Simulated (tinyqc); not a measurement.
Worked calculation: kinetics of strain relaxation and threading dislocations in mismatched semiconductor layers. Computed by tinyqc, a small Python program that keeps every step. Command: `OMP_NUM_THREADS=1 python tinyqc.py 3003025 3003026 out.jsonl threading walk`. One thread of a shared host (Intel(R) Xeon(R) Processor @ 2.30GHz), about 0.01 s of CPU time with the checks. Intermediate numbers are printed to about 6 digits and carried at full precision; extremes and crossings named in words are read from the listed rows.

60-degree dislocations on {111} planes of a (001) layer, isotropic elasticity. The Schmid factor is 1/sqrt(6), and a misfit segment relieves strain with b/2.

Inputs (values chosen for the exercise, modelled on GaAs on Si):
```
quantity                                     value          unit
misfit f                                    0.0392             -
shear modulus G                               46.1           GPa
Poisson ratio nu                              0.31             -
Burgers vector b                                 4      angstrom
glide activation energy Q                     1.38            eV
velocity prefactor v0                         7000   m/s per MPa
layer thickness h                               45            nm
anneal temperature T                           551             K
anneal time t                                   31             s
initial thread density rho_0                 81000        1/cm^2
multiplication constant delta                78000           1/m
grading rate (misfit per thickness) R_f     0.0029  1/micrometre
growth temperature of the buffer T_g           794             K
growth rate R_g                               0.13          nm/s
reaction radius r_A                            8.5            nm
final thickness of a thick uniform layer H     3.3    micrometre
aspect ratio of a trench                         2             -
```

Sources: multiplication.

Constants: k_B = 8.617333262e-05 eV/K.

## Excess stress and glide velocity at the start

Excess resolved stress tau = (1/sqrt 6) [2 G (1 + nu)/(1 - nu)] (e - e_eq), e_eq = b (1 - nu/4) [ln(h/b) + 1]/(4 pi (1 + nu) h), the Matthews-Blakeslee strain of an uncapped layer; glide velocity v = v0 tau exp(-Q/(k_B T)), tau in MPa.

equilibrium strain e_eq = 0.00285071

excess stress tau = 2597.61 MPa

mobility v/tau = 1.67027e-09 m/s per MPa

initial velocity = 4.33870 micrometre/s

The layer carries 13.8 times its equilibrium strain. In the anneal time a thread would run 130 micrometre at this speed. Caution: at stresses above about 1 GPa the linear velocity law understates glide, as stress lowers the kink barrier. Caution: at such misfit the layer islands and relaxes during the first nanometres, so a uniform strained start is an idealisation.

## Relaxation in the anneal

Threads run in two directions, so de/dt = -(b/4) rho v, and they multiply as d rho/dt = delta rho v. With x = e - e_eq, x0 = f - e_eq (fully strained at t = 0) and v = m S x (m the mobility, S x = tau): rho = rho_0 + (4 delta/b)(x0 - x), so dx/dt = -k x (a - x), k = delta m S, a = x0 + b rho_0/(4 delta): a logistic law, x = a/[1 + (a/x0 - 1) exp(k a t)]. The half time is that at which x = x0/2.

strain left e = 0.0207707

share of the excess strain relieved = 50.7006 %

thread density = 1.43757e+09 1/cm^2

half time = 30.9172 s

Relaxation is under way. The misfit lines laid down are 0.011 micrometre apart. Caution: blocking of threads by crossing misfit lines, left out here, leaves real layers with more strain.

## Anneal temperature

The formulas are those given above.

After the time t:
```
T (K)  first velocity (micrometre/s)  relieved (%)  threads (1/cm^2)  half time (s)
476                      4.45195e-02   3.24702e-04       9.02061e+04    3.01307e+03
493                      1.42031e-01   1.17068e-03       1.14192e+05    9.44448e+02
514                      5.35488e-01   7.57123e-03       2.95663e+05    2.50501e+02
531                      1.45192e+00   9.26934e-02       2.70908e+06    9.23882e+01
551                      4.33870e+00   5.07006e+01       1.43757e+09    3.09172e+01
564                      8.47812e+00   9.99956e+01       2.83520e+09    1.58220e+01
583                      2.13885e+01   1.00000e+02       2.83533e+09    6.27162e+00
614                      8.56018e+01   1.00000e+02       2.83533e+09    1.56703e+00
```

The half time follows exp(Q/(k_B T)), a decade for each 44 K near 551 K. Relief goes from 0.093 % at 531 K to 100.0 % at 564 K: with multiplication the onset is abrupt, after an incubation in which threads breed, and the final density is set by delta, not by rho_0. Caution: rows with more than 50 % relieved leave out blocking by crossing misfit lines, which slows real layers.

## Graded buffer

In steady grading, strain is fed at R_f R_g and relieved at (b/4) rho v. As a glide-limited estimate, the driving stress is taken as the mean stress of the strained top zone, whose depth z solves R_f z/2 = e_eq(z), with strain R_f z at the surface; tau_g = S R_f z/2 is its mean; then rho = 4 R_f R_g/(b m tau_g), m = v0 exp(-Q/(k_B T_g)), S = (1/sqrt 6) 2 G (1 + nu)/(1 - nu), e_eq(z) = b (1 - nu/4) [ln(z/b) + 1]/(4 pi (1 + nu) z).

depth z of the strained zone = 346.443 nm

stress tau_g = 35.8986 MPa

thread density of the buffer = 861.943 1/cm^2

buffer thickness f/R_f = 13.5172 micrometre

Raising T_g by 50 K would lower this density by a factor 3.3: fast glide lets few threads do the work. Caution: real buffers seldom go below 1e5 /cm^2, as pile-ups and nucleation take over; this value is a lower bound.

## Thick uniform layer and trapping in a trench

A separate case, a thick relaxed layer. Pair reactions during growth: d rho/dh = -K rho^2 with K = 2 r_A tan(psi) and threads inclined by psi = 45 degrees (the <110> lines of {111} planes), so rho = 1/(K H) for a layer that starts with far more threads than that, as highly mismatched layers do. In a trench along [110] a thread on {111} rises at 54.74 degrees across the width, and leaves through the wall below the height w tan(54.74 degrees) = sqrt(2) w; the share of threads, evenly spread over the floor, that reach the top is max(0, 1 - a/sqrt 2) for the aspect ratio a.

thread density at H = 1.78253e+09 1/cm^2

share that reaches the top = 0

The trench traps all threads that cross it; those that run along it are not trapped. Thickness alone needs 5900 micrometre for 1e6 /cm^2.

Checks made by the program: strain against numerical integration (relative difference 1e-10).
